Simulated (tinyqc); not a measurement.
Starting guesses with DIIS over 6 matrices: SCF starting guesses in the sto-3g basis, for H4+, spin multiplicity 2. Computed by the program tinyqc with PySCF. 

Geometry (angstrom):
```
atom       x       y       z
H     0.0000  0.0000  0.0000
H     0.0000  0.0000  1.1930
H     0.0000  0.0000  3.3920
H     0.0000  0.0000  4.5850
```

lowest solution found by these runs and by PySCF with stability checks = -1.606400 hartree

UHF with one setting changed at a time; a run stops when the energy changes by less than 1e-09 hartree and the error matrix is below 1e-5. Starts: the lowest orbitals of the core Hamiltonian, of the Wolfsberg-Helmholz matrix (K = 1.75), projected atomic densities, random orbitals, and the highest orbitals of the core Hamiltonian (a deliberately bad start).

Largest element of the error matrix X^T (FDS - SDF) X:
```
iteration     core  Wolfsberg-Helmholz  atomic densities   random  highest core orbitals
1          9.5e-02             4.3e-02           8.9e-03  3.0e-01                2.5e-02
2          1.3e-02             1.0e-02           1.3e-02  1.4e-01                9.2e-02
3          1.1e-02             8.8e-03           1.2e-02  8.5e-02                6.7e-02
4          1.4e-03             4.8e-03           1.0e-02  2.9e-02                6.4e-02
5          1.6e-04             7.8e-04           4.4e-03  7.9e-03                3.9e-02
6          5.1e-06             6.0e-05           7.7e-04  6.8e-03                2.4e-02
8                -             2.8e-05           1.1e-04  7.6e-03                3.5e-02
10               -             1.4e-07           9.8e-06  4.5e-02                4.9e-02
14               -                   -                 -  6.2e-03                2.9e-02
20               -                   -                 -  8.0e-03                1.2e-03
30               -                   -                 -  6.2e-03                      -
45               -                   -                 -  6.3e-03                      -
60               -                   -                 -  7.4e-03                      -
```

How each run ends:
```
run                    iterations  E (hartree)                    state
core                            7     -1.60640             lowest found
Wolfsberg-Helmholz             10     -1.60640             lowest found
atomic densities               12     -1.60640             lowest found
random                        >60     -1.59656  wanders without falling
highest core orbitals          23     -1.56972                   higher
```

3 of 5 runs reach the lowest solution found, in 7 to 12 iterations (fastest: core). Ending on a higher stationary point: highest core orbitals; a small error matrix cannot reveal that, and an occupation fixed by the start is kept by symmetry or by the shape of the basin. Not converged: random. The first errors are 1e-01, 4e-02, 9e-03, 3e-01, 3e-02.
